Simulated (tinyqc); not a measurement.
Ewald sum of point charges, fcc lattice in a neutralising background, step by step. Computed by tinyqc, a small Python program that keeps every step. Command: `OMP_NUM_THREADS=1 python tinyqc.py 22077 22078 out.jsonl` (the two numbers bound the seeds that draw the settings). One thread of a shared host (Intel(R) Xeon(R) Processor @ 2.60GHz), about 0.03 s of CPU time with the checks.

## Ewald sum with eta = 0.416 1/bohr

cell vectors (rows) (bohr):
```
[[0.000000, 4.475000, 4.475000],
 [4.475000, 0.000000, 4.475000],
 [4.475000, 4.475000, 0.000000]]
```

Charges:
```
q               f1        f2        f3
2.000000  0.000000  0.000000  0.000000
```

Real space: 1/2 sum q_i q_j erfc(eta r)/r over all images with r > 0; reciprocal space: (2 pi/V) sum_(G != 0) exp(-G^2/4 eta^2)/G^2 |S(G)|^2 with S(G) = sum q exp(i G.r); self term -eta/sqrt(pi) sum q^2; background -pi Q^2/(2 V eta^2), Q the total charge.

Real-space shells (first ones):
```
r (bohr)   pairs  sum (hartree)
6.328606      12       0.000746
8.950000       6       1.88e-07
10.961467     24       4.94e-10
12.657211     12              0
14.151193     24              0
```

Reciprocal shells (first ones that count):
```
G^2 (1/bohr^2)  vectors  sum (hartree)
1.478546              8       0.089631
1.971395              6       0.024739
3.942790             12       0.001434
5.421336             24       0.000246
5.914185              8       0.000037
7.885580              6       1.20e-06
9.364126             24       4.79e-07
9.856975             24       2.23e-07
11.828370            24       1.08e-08
13.306916            32       1.51e-09
```

## The total does not depend on eta

The same sums for other eta.

Totals (hartree per cell):
```
eta           real  reciprocal       self  background        total
0.416000  0.000746    0.116089  -0.938811   -0.202574  -1.02455018
0.511000  0.000018    0.262890  -1.153204   -0.134255  -1.02455018
0.711000  7.48e-10    0.649353  -1.604555   -0.069348  -1.02455018
```

shortest distance = 6.328606 bohr
